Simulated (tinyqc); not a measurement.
Undoped symmetric double-gate MOSFET, analytic potential model: effect of the temperature.

An undoped body of thickness ts between two equal insulators and tied gates; long channel, electrons only, n = ni exp((psi - V)/Vt) with V the quasi-Fermi potential (0 at the source, Vd at the drain), constant mobility, no quantisation. Across the body psi(x) = V - 2 Vt ln[(ts/(2 beta)) sqrt(q ni/(2 eps0 eps_r Vt)) cos(2 beta x/ts)], x from the centre. Q is the electron charge per area of the whole body.

Nc and Nv are given at 250 K and scale as (T/250 K)^1.5; Eg and mu are held fixed. ni = sqrt(Nc Nv) exp(-Eg/(2 Vt)), Eg in volts; r = eps_r tox/(eox ts); V0 = dphi + 2 Vt ln[(2/ts) sqrt(2 eps0 eps_r Vt/(q ni))]. beta (between 0 and pi/2) solves (Vg - V0 - V)/(2 Vt) = ln(beta) - ln(cos beta) + 2 r beta tan(beta). Q = 8 eps0 eps_r Vt beta tan(beta)/ts; I = mu (1/L)(4 eps0 eps_r/ts)(2 Vt)^2 [g(beta_s) - g(beta_d)] per width, g = beta tan(beta) - beta^2/2 + r beta^2 tan^2(beta), with beta_s at V = 0 and beta_d at V = Vd.  I(low) is taken at Vg = 0.36 V, Qs and I(high) at Vg = 1.11 V.

Parameters, values chosen for the exercise; material values those of a made-up semiconductor:

| symbol | value | unit | meaning |
|---|---|---|---|
| Eg | 1.24 | eV | band gap |
| eps_r | 15.1 |  | relative permittivity of the semiconductor |
| Nc | 2.55e19 | cm^-3 | conduction-band density of states at the reference temperature |
| Nv | 1.82e19 | cm^-3 | valence-band density of states at the reference temperature |
| eox | 24 |  | relative permittivity of the gate insulator |
| tox | 3.2 | nm | insulator thickness |
| ts | 8 | nm | body thickness |
| dphi | 0.04 | V | gate work function less that of the intrinsic body |
| mu | 240 | cm^2/(V s) | channel mobility |
| L | 0.1 | um | gate length |
| Vd | 1 | V | drain voltage |

Constants: q = 1.602176634e-19 C, kB = 1.380649e-23 J/K, Vt = kB T/q, eps0 = 8.8541878128e-14 F/cm where lengths are in cm. Results are converted to the units shown.

Results:
```
T (K),V0 (V),I(low) (nA/um),Qs(high) (nC/cm^2),I(high) (uA/um)
220,0.6184,0.01391,5024,2712
250,0.6113,0.1279,4989,2732
280,0.6041,0.7549,4964,2761
310,0.5967,3.243,4948,2797
340,0.5893,11.00,4939,2840
370,0.5817,31.16,4936,2888
430,0.5662,168.2,4947,3002
```

Estimate the missing row, T = 400 K.

Computed row:
```
T (K),V0 (V),I(low) (nA/um),Qs(high) (nC/cm^2),I(high) (uA/um)
400,0.5740,76.62,4939,2943
```

With this row back in the table: As T goes from 220 to 430 K, I(low) rises from 0.0139 to 168 nA/um and I(high) rises from 2710 to 3000 uA/um. V0 falls from 0.618 to 0.566 V. In every row the surface density at the source at the higher gate voltage passes 0.3 Nc, where Boltzmann statistics fail. In every row mu V/L at the higher gate voltage, with V the smaller of Vd and Vg - V0, passes 3e6 cm/s, so velocity saturation would lower the current. In every row the mobility is held fixed, though a real one changes with T.

Computed by the program tinyqc: `OMP_NUM_THREADS=1 python tinyqc.py 2440165 2440166 out.jsonl`, one thread of a shared Intel Xeon 2.30GHz, about 0.02 s for the whole run.
